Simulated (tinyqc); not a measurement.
Worked calculation (part 1 of 2): RKS/exchange-only LDA in the 6-311g basis, for H2, spin multiplicity 1. Computed by tinyqc, a small Python program that keeps every step (integrals from PySCF). Settings: charge = 0, multiplicity = 1, basis = 6-311g, energy threshold = 1e-09, iteration cap = 51, orthogonalisation = symmetric, start = atomic densities, DIIS depth = 8, DIIS from iteration = 2, shift = 1.0, method = RKS, functional = Slater exchange alone, grid = [40, 86]. Command: `OMP_NUM_THREADS=1 python tinyqc.py 26108 26109 out.jsonl` (the two numbers bound the seeds that draw the settings). One thread of a shared host (Intel(R) Xeon(R) Processor @ 2.60GHz), about 0.3 s of CPU time with the checks. Later iterations appear only in the table of the cycle.

## One-electron integrals

Geometry (angstrom):
```
atom,x,y,z
H,0.000000,0.000000,0.000000
H,0.000000,0.000000,1.100000
```

Basis 6-311g: exponents (1/bohr^2) and contraction coefficients of normalised primitives:
```
element,l (shell),exponent,coefficient
H,s (1),33.865000,0.025494
H,s (1),5.094790,0.190373
H,s (1),1.158790,0.852161
H,s (2),0.325840,1.000000
H,s (3),0.102741,1.000000
```

Overlap, kinetic and nuclear-attraction integrals over the contracted functions; the nuclear repulsion is the sum of Za Zb / Rab.

nuclear repulsion = 0.48107019 hartree

overlap S:
```
,1H 1s,1H 2s,1H 3s,2H 1s,2H 2s,2H 3s
1H 1s,1.000000,0.706377,0.373664,0.063231,0.231017,0.248008
1H 2s,0.706377,1.000000,0.788963,0.231017,0.494615,0.562956
1H 3s,0.373664,0.788963,1.000000,0.248008,0.562956,0.800938
2H 1s,0.063231,0.231017,0.248008,1.000000,0.706377,0.373664
2H 2s,0.231017,0.494615,0.562956,0.706377,1.000000,0.788963
2H 3s,0.248008,0.562956,0.800938,0.373664,0.788963,1.000000
```

kinetic energy T (hartree):
```
,1H 1s,1H 2s,1H 3s,2H 1s,2H 2s,2H 3s
1H 1s,2.304348,0.549119,0.106346,-0.087966,0.045463,0.051284
1H 2s,0.549119,0.488760,0.184881,0.045463,0.128292,0.102236
1H 3s,0.106346,0.184881,0.154112,0.051284,0.102236,0.105168
2H 1s,-0.087966,0.045463,0.051284,2.304348,0.549119,0.106346
2H 2s,0.045463,0.128292,0.102236,0.549119,0.488760,0.184881
2H 3s,0.051284,0.102236,0.105168,0.106346,0.184881,0.154112
```

nuclear attraction V (hartree):
```
,1H 1s,1H 2s,1H 3s,2H 1s,2H 2s,2H 3s
1H 1s,-2.592164,-1.400438,-0.694594,-0.122206,-0.452258,-0.466475
1H 2s,-1.400438,-1.383489,-0.941753,-0.452258,-0.727733,-0.706691
1H 3s,-0.694594,-0.941753,-0.904689,-0.466475,-0.706691,-0.762561
2H 1s,-0.122206,-0.452258,-0.466475,-2.592164,-1.400438,-0.694594
2H 2s,-0.452258,-0.727733,-0.706691,-1.400438,-1.383489,-0.941753
2H 3s,-0.466475,-0.706691,-0.762561,-0.694594,-0.941753,-0.904689
```

core Hamiltonian H = T + V (hartree):
```
,1H 1s,1H 2s,1H 3s,2H 1s,2H 2s,2H 3s
1H 1s,-0.287816,-0.851318,-0.588248,-0.210171,-0.406795,-0.415191
1H 2s,-0.851318,-0.894729,-0.756872,-0.406795,-0.599441,-0.604455
1H 3s,-0.588248,-0.756872,-0.750577,-0.415191,-0.604455,-0.657393
2H 1s,-0.210171,-0.406795,-0.415191,-0.287816,-0.851318,-0.588248
2H 2s,-0.406795,-0.599441,-0.604455,-0.851318,-0.894729,-0.756872
2H 3s,-0.415191,-0.604455,-0.657393,-0.588248,-0.756872,-0.750577
```

## Two-electron integrals

Functions are numbered as in S; the eight-fold symmetry (ij|kl) = (ji|kl) = (kl|ij) leaves the list below.

Two-electron integrals (ij|kl) in chemists' order, unique and non-zero (hartree):
```
i,j,k,l,(ij|kl)
1,1,1,1,1.393035
2,1,1,1,0.822971
2,1,2,1,0.509703
2,2,1,1,0.822904
2,2,2,1,0.543028
2,2,2,2,0.644106
3,1,1,1,0.411256
3,1,2,1,0.257757
3,1,2,2,0.279868
3,1,3,1,0.130794
3,2,1,1,0.543681
3,2,2,1,0.365771
3,2,2,2,0.452669
3,2,3,1,0.189803
3,2,3,2,0.325140
3,3,1,1,0.494021
3,3,2,1,0.340115
3,3,2,2,0.445993
3,3,3,1,0.178035
3,3,3,2,0.331779
3,3,3,3,0.361682
4,1,1,1,0.055561
4,1,2,1,0.036645
4,1,2,2,0.042990
4,1,3,1,0.018865
4,1,3,2,0.029940
4,1,3,3,0.029018
4,1,4,1,0.004841
4,2,1,1,0.137389
4,2,2,1,0.095110
4,2,2,2,0.124121
4,2,3,1,0.049822
4,2,3,2,0.091034
4,2,3,3,0.095217
4,2,4,1,0.014258
4,2,4,2,0.053608
4,3,1,1,0.127811
4,3,2,1,0.089267
4,3,2,2,0.119797
4,3,3,1,0.046944
4,3,3,2,0.089481
4,3,3,3,0.096651
4,3,4,1,0.013384
4,3,4,2,0.054511
4,3,4,3,0.057495
4,4,1,1,0.480654
4,4,2,1,0.338556
4,4,2,2,0.465416
4,4,3,1,0.178697
4,4,3,2,0.351882
4,4,3,3,0.385753
4,4,4,1,0.055561
4,4,4,2,0.251276
4,4,4,3,0.270612
4,4,4,4,1.393035
5,1,1,1,0.251276
5,1,2,1,0.157927
5,1,2,2,0.172181
5,1,3,1,0.080199
5,1,3,2,0.116930
5,1,3,3,0.109863
5,1,4,1,0.014258
5,1,4,2,0.038070
5,1,4,3,0.035553
5,1,4,4,0.137389
5,1,5,1,0.053608
5,2,1,1,0.340683
5,2,2,1,0.229597
5,2,2,2,0.284843
5,2,3,1,0.119201
5,2,3,2,0.204689
5,2,3,3,0.208789
5,2,4,1,0.025156
5,2,4,2,0.082658
5,2,4,3,0.082270
5,2,4,4,0.340683
5,2,5,1,0.082658
5,2,5,2,0.157577
5,3,1,1,0.294758
5,3,2,1,0.202839
5,3,2,2,0.265105
5,3,3,1,0.106143
5,3,3,2,0.196490
5,3,3,3,0.211991
5,3,4,1,0.023331
5,3,4,2,0.085076
5,3,4,3,0.088725
5,3,4,4,0.376266
5,3,5,1,0.073966
5,3,5,2,0.155819
5,3,5,3,0.165541
5,4,1,1,0.338556
5,4,2,1,0.237738
5,4,2,2,0.324262
5,4,3,1,0.125315
5,4,3,2,0.244616
5,4,3,3,0.268537
5,4,4,1,0.036645
5,4,4,2,0.157927
5,4,4,3,0.169900
5,4,4,4,0.822971
5,4,5,1,0.095110
5,4,5,2,0.229597
5,4,5,3,0.253849
5,4,5,4,0.509703
5,5,1,1,0.465416
5,5,2,1,0.324262
5,5,2,2,0.436170
5,5,3,1,0.170458
5,5,3,2,0.328318
5,5,3,3,0.363081
5,5,4,1,0.042990
5,5,4,2,0.172181
5,5,4,3,0.184996
5,5,4,4,0.822904
5,5,5,1,0.124121
5,5,5,2,0.284843
5,5,5,3,0.316216
5,5,5,4,0.543028
5,5,5,5,0.644106
6,1,1,1,0.270612
6,1,2,1,0.169900
6,1,2,2,0.184996
6,1,3,1,0.086257
6,1,3,2,0.125594
6,1,3,3,0.117968
6,1,4,1,0.013384
6,1,4,2,0.035553
6,1,4,3,0.033415
6,1,4,4,0.127811
6,1,5,1,0.054511
6,1,5,2,0.082270
6,1,5,3,0.073458
6,1,5,4,0.089267
6,1,5,5,0.119797
6,1,6,1,0.057495
6,2,1,1,0.376266
6,2,2,1,0.253849
6,2,2,2,0.316216
6,2,3,1,0.131860
6,2,3,2,0.227949
6,2,3,3,0.234043
6,2,4,1,0.023331
6,2,4,2,0.073966
6,2,4,3,0.073458
6,2,4,4,0.294758
6,2,5,1,0.085076
6,2,5,2,0.155819
6,2,5,3,0.152678
6,2,5,4,0.202839
6,2,5,5,0.265105
6,2,6,1,0.088725
6,2,6,2,0.165541
6,3,1,1,0.369975
6,3,2,1,0.255549
6,3,2,2,0.338096
6,3,3,1,0.133941
6,3,3,2,0.253022
6,3,3,3,0.279316
6,3,4,1,0.024824
6,3,4,2,0.087002
6,3,4,3,0.090432
6,3,4,4,0.369975
6,3,5,1,0.087002
6,3,5,2,0.176683
6,3,5,3,0.187073
6,3,5,4,0.255549
6,3,5,5,0.338096
6,3,6,1,0.090432
6,3,6,2,0.187073
6,3,6,3,0.232020
6,4,1,1,0.178697
6,4,2,1,0.125315
6,4,2,2,0.170458
6,4,3,1,0.066022
6,4,3,2,0.128509
6,4,3,3,0.141186
6,4,4,1,0.018865
6,4,4,2,0.080199
6,4,4,3,0.086257
6,4,4,4,0.411256
6,4,5,1,0.049822
6,4,5,2,0.119201
6,4,5,3,0.131860
6,4,5,4,0.257757
6,4,5,5,0.279868
6,4,6,1,0.046944
6,4,6,2,0.106143
6,4,6,3,0.133941
6,4,6,4,0.130794
6,5,1,1,0.351882
6,5,2,1,0.244616
6,5,2,2,0.328318
6,5,3,1,0.128509
6,5,3,2,0.247475
6,5,3,3,0.275831
6,5,4,1,0.029940
6,5,4,2,0.116930
6,5,4,3,0.125594
6,5,4,4,0.543681
6,5,5,1,0.091034
6,5,5,2,0.204689
6,5,5,3,0.227949
6,5,5,4,0.365771
6,5,5,5,0.452669
6,5,6,1,0.089481
6,5,6,2,0.196490
6,5,6,3,0.253022
6,5,6,4,0.189803
6,5,6,5,0.325140
6,6,1,1,0.385753
6,6,2,1,0.268537
6,6,2,2,0.363081
6,6,3,1,0.141186
6,6,3,2,0.275831
6,6,3,3,0.314595
6,6,4,1,0.029018
6,6,4,2,0.109863
6,6,4,3,0.117968
6,6,4,4,0.494021
6,6,5,1,0.095217
6,6,5,2,0.208789
6,6,5,3,0.234043
6,6,5,4,0.340115
6,6,5,5,0.445993
6,6,6,1,0.096651
6,6,6,2,0.211991
6,6,6,3,0.279316
6,6,6,4,0.178035
6,6,6,5,0.331779
6,6,6,6,0.361682
```

## Orthogonalisation

S = U s U^T; symmetric (Loewdin) form X = U s^(-1/2) U^T, so that X^T S X = 1.

eigenvalues of S: 0.053349  0.131141  0.296569  0.728224  1.291297  3.499420

X:
```
,1H 1s,1H 2s,1H 3s,2H 1s,2H 2s,2H 3s
1H 1s,1.375428,-0.751301,0.209616,0.043630,0.012344,-0.049546
1H 2s,-0.751301,2.161710,-1.033654,0.012344,-0.321296,0.233635
1H 3s,0.209616,-1.033654,2.219664,-0.049546,0.233635,-1.011317
2H 1s,0.043630,0.012344,-0.049546,1.375428,-0.751301,0.209616
2H 2s,0.012344,-0.321296,0.233635,-0.751301,2.161710,-1.033654
2H 3s,-0.049546,0.233635,-1.011317,0.209616,-1.033654,2.219664
```

## Starting guess

The start is atomic minimal-basis densities projected into this basis (PySCF's MINAO start) and scaled to the electron count of each spin; this density is not idempotent, so its energy is not variational and may lie below the converged one.

D at the start:
```
,1H 1s,1H 2s,1H 3s,2H 1s,2H 2s,2H 3s
1H 1s,0.095702,0.155541,0.098455,0.001345,-0.001090,0.003327
1H 2s,0.155541,0.252907,0.159949,-0.001090,-0.007098,0.002038
1H 3s,0.098455,0.159949,0.101327,0.003327,0.002038,0.005421
2H 1s,0.001345,-0.001090,0.003327,0.095702,0.155541,0.098455
2H 2s,-0.001090,-0.007098,0.002038,0.155541,0.252907,0.159949
2H 3s,0.003327,0.002038,0.005421,0.098455,0.159949,0.101327
```

## Iteration 1: exchange-correlation on the grid

Becke grid with 40 radial and 86 angular points per atom, points of zero weight dropped. rho = sum D_ij phi_i phi_j; V_xc,ij = sum w v_xc phi_i phi_j; v_xc is d(rho eps)/d rho.

The 16 grid points with the largest w rho, of 6854 (bohr, atomic units):
```
x,y,z,w,rho,eps_xc,v_xc
-0.669044,-0.669044,1.409655,0.028486,0.042100,-0.256928,-0.342570
-0.669044,0.669044,1.409655,0.028486,0.042100,-0.256928,-0.342570
0.669044,0.669044,1.409655,0.028486,0.042100,-0.256928,-0.342570
0.669044,-0.669044,1.409655,0.028486,0.042100,-0.256928,-0.342570
0.669044,-0.669044,0.669044,0.028486,0.042100,-0.256928,-0.342570
0.669044,0.669044,0.669044,0.028486,0.042100,-0.256928,-0.342570
-0.669044,0.669044,0.669044,0.028486,0.042100,-0.256928,-0.342570
-0.669044,-0.669044,0.669044,0.028486,0.042100,-0.256928,-0.342570
-1.074608,0.000000,1.645019,0.031034,0.037929,-0.248146,-0.330861
1.074608,0.000000,1.645019,0.031034,0.037929,-0.248146,-0.330861
0.000000,-1.074608,1.645019,0.031034,0.037929,-0.248146,-0.330861
0.000000,1.074608,1.645019,0.031034,0.037929,-0.248146,-0.330861
0.000000,-1.074608,0.433680,0.031034,0.037929,-0.248146,-0.330861
-1.074608,0.000000,0.433680,0.031034,0.037929,-0.248146,-0.330861
1.074608,0.000000,0.433680,0.031034,0.037929,-0.248146,-0.330861
0.000000,1.074608,0.433680,0.031034,0.037929,-0.248146,-0.330861
```

electrons on the grid, sum of w rho = 1.999961

E_xc = sum of w rho eps_xc = -0.49982622 hartree

V_xc (hartree):
```
,1H 1s,1H 2s,1H 3s,2H 1s,2H 2s,2H 3s
1H 1s,-0.480734,-0.294331,-0.148760,-0.026584,-0.095737,-0.099565
1H 2s,-0.294331,-0.313614,-0.210516,-0.095737,-0.162941,-0.157504
1H 3s,-0.148760,-0.210516,-0.186159,-0.099565,-0.157504,-0.158669
2H 1s,-0.026584,-0.095737,-0.099565,-0.480734,-0.294331,-0.148760
2H 2s,-0.095737,-0.162941,-0.157504,-0.294331,-0.313614,-0.210516
2H 3s,-0.099565,-0.157504,-0.158669,-0.148760,-0.210516,-0.186159
```

## Iteration 1: building the Kohn-Sham matrix

J_ij = sum D_kl (ij|kl); F = H + J + V_xc; E = tr D H + tr D J / 2 + E_xc + E_nn.

Coulomb J (hartree):
```
,1H 1s,1H 2s,1H 3s,2H 1s,2H 2s,2H 3s
1H 1s,1.362135,0.898029,0.463829,0.087876,0.304613,0.313532
1H 2s,0.898029,1.090282,0.783155,0.304613,0.574098,0.583052
1H 3s,0.463829,0.783155,0.806854,0.313532,0.583052,0.674480
2H 1s,0.087876,0.304613,0.313532,1.362135,0.898029,0.463829
2H 2s,0.304613,0.574098,0.583052,0.898029,1.090282,0.783155
2H 3s,0.313532,0.583052,0.674480,0.463829,0.783155,0.806854
```

Kohn-Sham matrix F (hartree):
```
,1H 1s,1H 2s,1H 3s,2H 1s,2H 2s,2H 3s
1H 1s,0.593585,-0.247620,-0.273179,-0.148880,-0.197918,-0.201224
1H 2s,-0.247620,-0.118060,-0.184233,-0.197918,-0.188284,-0.178907
1H 3s,-0.273179,-0.184233,-0.129882,-0.201224,-0.178907,-0.141583
2H 1s,-0.148880,-0.197918,-0.201224,0.593585,-0.247620,-0.273179
2H 2s,-0.197918,-0.188284,-0.178907,-0.247620,-0.118060,-0.184233
2H 3s,-0.201224,-0.178907,-0.141583,-0.273179,-0.184233,-0.129882
```

total energy of this density = -0.81937083 hartree

This density is the starting one; it is not idempotent, so its energy is not variational and may lie below the converged one.

## Iteration 1: diagonalisation and new density

A level shift of 1 hartree raises the virtual space: F + shift (S - S D(s) S), with D(s) the density of one spin (D/2). Diagonalise F' = X^T F X, C = X C', fill 1 alpha and 1 beta electrons from the bottom; D = 2 C_occ C_occ^T. Each column has its largest component positive (the first on a tie).

F' = X^T F X (hartree):
```
,1,2,3,4,5,6
1,2.339520,-1.220561,-0.080879,0.029487,-0.156329,-0.154055
2,-1.220561,1.639083,-0.495801,-0.156329,-0.218582,-0.092754
3,-0.080879,-0.495801,0.996225,-0.154055,-0.092754,-0.214718
4,0.029487,-0.156329,-0.154055,2.339520,-1.220561,-0.080879
5,-0.156329,-0.218582,-0.092754,-1.220561,1.639083,-0.495801
6,-0.154055,-0.092754,-0.214718,-0.080879,-0.495801,0.996225
```

orbital energies (hartree): MO1 -0.031498, MO2 0.802009, MO3 1.242237, MO4 1.356024, MO5 3.220609, MO6 3.360276

coefficients C:
```
,MO1,MO2,MO3,MO4,MO5,MO6
1H 1s,0.163363,0.164708,-0.069110,-0.102124,-1.083718,-1.123049
1H 2s,0.289468,0.419189,-0.840589,-1.110343,1.663931,1.223203
1H 3s,0.193234,0.814561,0.893153,2.064720,-1.062842,-0.477302
2H 1s,0.163363,-0.164708,-0.069110,0.102124,1.083718,-1.123049
2H 2s,0.289468,-0.419189,-0.840589,1.110343,-1.663931,1.223203
2H 3s,0.193234,-0.814561,0.893153,-2.064720,1.062842,-0.477302
```

D after iteration 1:
```
,1H 1s,1H 2s,1H 3s,2H 1s,2H 2s,2H 3s
1H 1s,0.053375,0.094576,0.063134,0.053375,0.094576,0.063134
1H 2s,0.094576,0.167583,0.111870,0.094576,0.167583,0.111870
1H 3s,0.063134,0.111870,0.074679,0.063134,0.111870,0.074679
2H 1s,0.053375,0.094576,0.063134,0.053375,0.094576,0.063134
2H 2s,0.094576,0.167583,0.111870,0.094576,0.167583,0.111870
2H 3s,0.063134,0.111870,0.074679,0.063134,0.111870,0.074679
```

## Iteration 2: exchange-correlation on the grid

As before.

The 16 grid points with the largest w rho, of 6854 (bohr, atomic units):
```
x,y,z,w,rho,eps_xc,v_xc
0.768053,-0.768053,0.768053,0.037192,0.040391,-0.253405,-0.337873
-0.768053,-0.768053,0.768053,0.037192,0.040391,-0.253405,-0.337873
0.768053,0.768053,0.768053,0.037192,0.040391,-0.253405,-0.337873
-0.768053,0.768053,0.768053,0.037192,0.040391,-0.253405,-0.337873
0.768053,0.768053,1.310645,0.037192,0.040391,-0.253405,-0.337873
0.768053,-0.768053,1.310645,0.037192,0.040391,-0.253405,-0.337873
-0.768053,0.768053,1.310645,0.037192,0.040391,-0.253405,-0.337873
-0.768053,-0.768053,1.310645,0.037192,0.040391,-0.253405,-0.337873
0.219090,0.804630,0.804630,0.025218,0.058968,-0.287468,-0.383291
0.804630,0.219090,0.804630,0.025218,0.058968,-0.287468,-0.383291
-0.804630,-0.219090,0.804630,0.025218,0.058968,-0.287468,-0.383291
-0.804630,0.219090,0.804630,0.025218,0.058968,-0.287468,-0.383291
-0.219090,0.804630,0.804630,0.025218,0.058968,-0.287468,-0.383291
0.804630,-0.219090,0.804630,0.025218,0.058968,-0.287468,-0.383291
-0.219090,-0.804630,0.804630,0.025218,0.058968,-0.287468,-0.383291
0.219090,-0.804630,0.804630,0.025218,0.058968,-0.287468,-0.383291
```

electrons on the grid, sum of w rho = 1.999967

E_xc = sum of w rho eps_xc = -0.47745615 hartree

V_xc (hartree):
```
,1H 1s,1H 2s,1H 3s,2H 1s,2H 2s,2H 3s
1H 1s,-0.456798,-0.285043,-0.144827,-0.027558,-0.095830,-0.097963
1H 2s,-0.285043,-0.312424,-0.211620,-0.095830,-0.166853,-0.160192
1H 3s,-0.144827,-0.211620,-0.189165,-0.097963,-0.160192,-0.162259
2H 1s,-0.027558,-0.095830,-0.097963,-0.456798,-0.285043,-0.144827
2H 2s,-0.095830,-0.166853,-0.160192,-0.285043,-0.312424,-0.211620
2H 3s,-0.097963,-0.160192,-0.162259,-0.144827,-0.211620,-0.189165
```

## Iteration 2: building the Kohn-Sham matrix

As before.

Coulomb J (hartree):
```
,1H 1s,1H 2s,1H 3s,2H 1s,2H 2s,2H 3s
1H 1s,1.325516,0.880911,0.455959,0.088569,0.303043,0.309645
1H 2s,0.880911,1.081023,0.778872,0.303043,0.575237,0.582361
1H 3s,0.455959,0.778872,0.804912,0.309645,0.582361,0.674238
2H 1s,0.088569,0.303043,0.309645,1.325516,0.880911,0.455959
2H 2s,0.303043,0.575237,0.582361,0.880911,1.081023,0.778872
2H 3s,0.309645,0.582361,0.674238,0.455959,0.778872,0.804912
```

Kohn-Sham matrix F (hartree):
```
,1H 1s,1H 2s,1H 3s,2H 1s,2H 2s,2H 3s
1H 1s,0.580902,-0.255450,-0.277116,-0.149161,-0.199582,-0.203510
1H 2s,-0.255450,-0.126130,-0.189620,-0.199582,-0.191057,-0.182286
1H 3s,-0.277116,-0.189620,-0.134831,-0.203510,-0.182286,-0.145414
2H 1s,-0.149161,-0.199582,-0.203510,0.580902,-0.255450,-0.277116
2H 2s,-0.199582,-0.191057,-0.182286,-0.255450,-0.126130,-0.189620
2H 3s,-0.203510,-0.182286,-0.145414,-0.277116,-0.189620,-0.134831
```

total energy of this density = -1.01047428 hartree

## Iteration 2: diagonalisation and new density

As before.

F' = X^T F X (hartree):
```
,1,2,3,4,5,6
1,2.359557,-1.199905,-0.084330,-0.039648,-0.240482,-0.212191
2,-1.199905,1.633117,-0.519734,-0.240482,-0.325475,-0.172756
3,-0.084330,-0.519734,0.958921,-0.212191,-0.172756,-0.278364
4,-0.039648,-0.240482,-0.212191,2.359557,-1.199905,-0.084330
5,-0.240482,-0.325475,-0.172756,-1.199905,1.633117,-0.519734
6,-0.212191,-0.172756,-0.278364,-0.084330,-0.519734,0.958921
```

orbital energies (hartree): MO1 -0.281062, MO2 1.001006, MO3 1.238605, MO4 1.379751, MO5 3.214326, MO6 3.350565

coefficients C:
```
,MO1,MO2,MO3,MO4,MO5,MO6
1H 1s,0.160885,0.133636,-0.071281,-0.122073,-1.085929,-1.123271
1H 2s,0.287424,0.249617,-0.840629,-1.172846,1.655105,1.223657
1H 3s,0.196948,1.130731,0.891577,1.908527,-1.065450,-0.478728
2H 1s,0.160885,-0.133636,-0.071281,0.122073,1.085929,-1.123271
2H 2s,0.287424,-0.249617,-0.840629,1.172846,-1.655105,1.223657
2H 3s,0.196948,-1.130731,0.891577,-1.908527,1.065450,-0.478728
```

D after iteration 2:
```
,1H 1s,1H 2s,1H 3s,2H 1s,2H 2s,2H 3s
1H 1s,0.051768,0.092485,0.063372,0.051768,0.092485,0.063372
1H 2s,0.092485,0.165225,0.113215,0.092485,0.165225,0.113215
1H 3s,0.063372,0.113215,0.077577,0.063372,0.113215,0.077577
2H 1s,0.051768,0.092485,0.063372,0.051768,0.092485,0.063372
2H 2s,0.092485,0.165225,0.113215,0.092485,0.165225,0.113215
2H 3s,0.063372,0.113215,0.077577,0.063372,0.113215,0.077577
```

## Iteration 17 (converged): orbitals

converged F (hartree):
```
,1H 1s,1H 2s,1H 3s,2H 1s,2H 2s,2H 3s
1H 1s,0.573853,-0.259913,-0.279386,-0.149677,-0.201214,-0.205091
1H 2s,-0.259913,-0.131056,-0.192989,-0.201214,-0.193859,-0.184893
1H 3s,-0.279386,-0.192989,-0.138011,-0.205091,-0.184893,-0.148139
2H 1s,-0.149677,-0.201214,-0.205091,0.573853,-0.259913,-0.279386
2H 2s,-0.201214,-0.193859,-0.184893,-0.259913,-0.131056,-0.192989
2H 3s,-0.205091,-0.184893,-0.148139,-0.279386,-0.192989,-0.138011
```

Diagonalise F' = X^T F X, C = X C', fill 1 alpha and 1 beta electrons from the bottom; D = 2 C_occ C_occ^T. Each column has its largest component positive (the first on a tie).

F' = X^T F X (hartree):
```
,1,2,3,4,5,6
1,1.448874,-1.054661,0.048625,0.056940,-0.095118,-0.079000
2,-1.054661,0.848645,-0.319145,-0.095118,-0.106507,0.027962
3,0.048625,-0.319145,0.141007,-0.079000,0.027962,-0.094620
4,0.056940,-0.095118,-0.079000,1.448874,-1.054661,0.048625
5,-0.095118,-0.106507,0.027962,-1.054661,0.848645,-0.319145
6,-0.079000,0.027962,-0.094620,0.048625,-0.319145,0.141007
```

orbital energies (hartree): MO1 -0.286211, MO2 -0.002318, MO3 0.235699, MO4 0.376244, MO5 2.208786, MO6 2.344852

coefficients C:
```
,MO1,MO2,MO3,MO4,MO5,MO6
1H 1s,0.160026,0.134655,-0.072949,-0.122506,-1.085754,-1.123287
1H 2s,0.282155,0.254110,-0.841912,-1.170154,1.656326,1.224001
1H 3s,0.202798,1.122689,0.889979,1.912533,-1.066770,-0.479259
2H 1s,0.160026,-0.134655,-0.072949,0.122506,1.085754,-1.123287
2H 2s,0.282155,-0.254110,-0.841912,1.170154,-1.656326,1.224001
2H 3s,0.202798,-1.122689,0.889979,-1.912533,1.066770,-0.479259
```

D after iteration 17:
```
,1H 1s,1H 2s,1H 3s,2H 1s,2H 2s,2H 3s
1H 1s,0.051217,0.090304,0.064906,0.051217,0.090304,0.064906
1H 2s,0.090304,0.159223,0.114441,0.090304,0.159223,0.114441
1H 3s,0.064906,0.114441,0.082254,0.064906,0.114441,0.082254
2H 1s,0.051217,0.090304,0.064906,0.051217,0.090304,0.064906
2H 2s,0.090304,0.159223,0.114441,0.090304,0.159223,0.114441
2H 3s,0.064906,0.114441,0.082254,0.064906,0.114441,0.082254
```

## Convergence

Stop when the energy changes by less than 1e-09 hartree and every element of the error matrix X^T (F D S - S D F) X is below 9e-06.

Course of the cycle:
```
iteration,E (hartree),change,largest element of the error matrix
1,-0.81937083,-,9.36e-02
2,-1.01047428,-1.91e-01,7.79e-03
3,-1.01063194,-1.58e-04,3.25e-03
4,-1.01066970,-3.78e-05,2.02e-03
5,-1.01068238,-1.27e-05,1.33e-03
6,-1.01068786,-5.47e-06,8.74e-04
7,-1.01069022,-2.36e-06,5.74e-04
8,-1.01069124,-1.02e-06,3.77e-04
9,-1.01069168,-4.40e-07,2.48e-04
10,-1.01069187,-1.90e-07,1.63e-04
11,-1.01069195,-8.17e-08,1.07e-04
12,-1.01069198,-3.53e-08,7.02e-05
13,-1.01069200,-1.52e-08,4.62e-05
14,-1.01069200,-6.58e-09,3.03e-05
15,-1.01069201,-2.84e-09,1.99e-05
16,-1.01069201,-1.23e-09,1.31e-05
17,-1.01069201,-5.29e-10,8.60e-06
```

PySCF RKS in the same basis, fine grid = -1.01070135 hartree

Converged in 17 iterations. The coarse grid moves the energy by +9.34e-06 hartree.
